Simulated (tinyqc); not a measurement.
Resonant-tunnelling diode, transfer matrices and Tsu-Esaki current: one step of the calculation.

Emitter (band edge 0), barrier d1, well Lw, barrier d2, collector (edge -V). The bias drops linearly over these layers and none in the contacts; each layer is cut into ns equal slices, flat at the value of their centres. E is the energy of motion across the layers, C = hbar^2/(2 m0), psi and psi'/m are continuous. Transport is coherent, T(E) is taken as independent of the transverse momentum, and charge in the well is ignored.

Problem. Current from the resonance alone. J = J0 times the integral over E > 0 of T(E) N(E), N = ln[(1 + exp((Ef - E)/Vt))/(1 + exp((Ef - V - E)/Vt))], J0 = q^2 mw m0 kB T/(2 pi^2 hbar^3) (times 1e-4 for A/cm^2 per eV). For a sharp resonance J = J0 (pi G/2) Tp N(Er), with Er the peak energy, Tp the peak transmission and G the full width at half maximum (in eV). The three values given are estimates from a parabola through three points of 1/T(E).

Values chosen for this exercise; masses and offsets close to those of GaN wells and AlGaN barriers:
```
symbol  value  unit                                               meaning
T         150     K                                           temperature
mw        0.2    m0                 mass in the well, spacer and contacts
Ef      0.058    eV  Fermi energy of both contacts above their band edges
V        0.12     V                                 bias of the collector
```

Constants: q = 1.602176634e-19 C, kB = 1.380649e-23 J/K, hbar = 1.054571817e-34 J s, m0 = 9.1093837015e-31 kg, Vt = kB T/q. Results are converted to the units shown.

Er = 0.080849423 eV
Tp = 0.92304774
G = 7.7832828 meV

Wanted: J0; N(Er); J.

Solution.

J0 = 4.184e7 A/(cm^2 eV)
N(Er) = 0.1576
J = 74.41 kA/cm^2

The full integral over T(E) gives 83.36 kA/cm^2; the value above is 11 % below it.

Program tinyqc, `OMP_NUM_THREADS=1 python tinyqc.py 2600028 2600029 out.jsonl`; Intel Xeon 2.30GHz, shared host, one thread, about 0.04 s.
